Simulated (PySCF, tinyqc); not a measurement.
Inside a calculation. Method: coupled-perturbed Hartree-Fock on RHF in the sto-3g basis, for BeH+, spin multiplicity 1. The lowest restricted solution is unstable here: a spin-polarised one lies 0.0021 hartree lower (PySCF). One step of it, computed by the program tinyqc.

Task: Coupled step 2. U_ai = -(mu_ai + sum_bj [4 (ai|bj) - (ab|ij) - (aj|bi)] U_bj) / (e_a - e_i); alpha = -4 sum U_ai mu_ai.

U after step 1, order a3, a4, a5, a6:
```
[[0.018621, 3.501417],
 [0.000000, 0.000000],
 [0.000000, 0.000000],
 [0.012753, -0.828824]]
```

dipole integrals <a|z|i> (bohr), order a3, a4, a5, a6:
```
[[-0.094713, -1.118453],
 [0.000000, 0.000000],
 [0.000000, 0.000000],
 [-0.111033, 0.828846]]
```

orbital energies (hartree): [-4.996831, -0.661474, -0.253990, -0.127074, -0.127074, 0.134505]

Two-electron integrals over orbitals (pq|rs), unique and non-zero (hartree):
```
(11|11) 2.275669    (21|11) -0.170236   (21|21) 0.021298    (22|11) 0.455107
(22|21) -0.000568   (22|22) 0.467763    (31|11) -0.172326   (31|21) 0.017460
(31|22) -0.014490   (31|31) 0.026465    (32|11) 0.070123    (32|21) -0.005630
(32|22) -0.066678   (32|31) 0.001969    (32|32) 0.057334    (33|11) 0.530101
(33|21) -0.011191   (33|22) 0.324839    (33|31) 0.002775    (33|32) 0.033440
(33|33) 0.434496    (41|41) 0.015586    (42|41) 0.013997    (42|42) 0.045027
(43|41) 0.013812    (43|42) 0.033981    (43|43) 0.049082    (44|11) 0.569239
(44|21) -0.006022   (44|22) 0.350953    (44|31) -0.006072   (44|32) 0.036376
(44|33) 0.386115    (44|44) 0.449859    (51|51) 0.015586    (52|51) 0.013997
(52|52) 0.045027    (53|51) 0.013812    (53|52) 0.033981    (53|53) 0.049082
(54|54) 0.024249    (55|11) 0.569239    (55|21) -0.006022   (55|22) 0.350953
(55|31) -0.006072   (55|32) 0.036376    (55|33) 0.386115    (55|44) 0.401360
(55|55) 0.449859    (61|11) 0.087117    (61|21) -0.014210   (61|22) -0.009220
(61|31) -0.002637   (61|32) 0.007825    (61|33) 0.015388    (61|44) 0.002198
(61|55) 0.002198    (61|61) 0.016211    (62|11) -0.134296   (62|21) 0.001497
(62|22) 0.025914    (62|31) 0.008299    (62|32) -0.054220   (62|33) -0.013888
(62|44) -0.067969   (62|55) -0.067969   (62|61) 0.004398    (62|62) 0.119220
(63|11) 0.071506    (63|21) -0.003260   (63|22) -0.056757   (63|31) 0.005087
(63|32) 0.052777    (63|33) 0.053174    (63|44) 0.033177    (63|55) 0.033177
(63|61) 0.007444    (63|62) -0.059027   (63|63) 0.069367    (64|41) -0.007504
(64|42) -0.026354   (64|43) -0.008941   (64|64) 0.022895    (65|51) -0.007504
(65|52) -0.026354   (65|53) -0.008941   (65|65) 0.022895    (66|11) 0.485592
(66|21) -0.001635   (66|22) 0.473543    (66|31) -0.013234   (66|32) -0.070457
(66|33) 0.352229    (66|44) 0.353992    (66|55) 0.353992    (66|61) -0.007336
(66|62) 0.054211    (66|63) -0.060628   (66|66) 0.512014
```

Give: U after step 2; polarisability.

Result:

U after step 2, order a3, a4, a5, a6:
```
[[0.014, 3.841],
 [0.000, 0.000],
 [0.000, 0.000],
 [0.007, -0.697]]
```

polarisability = 19.504 bohr^3
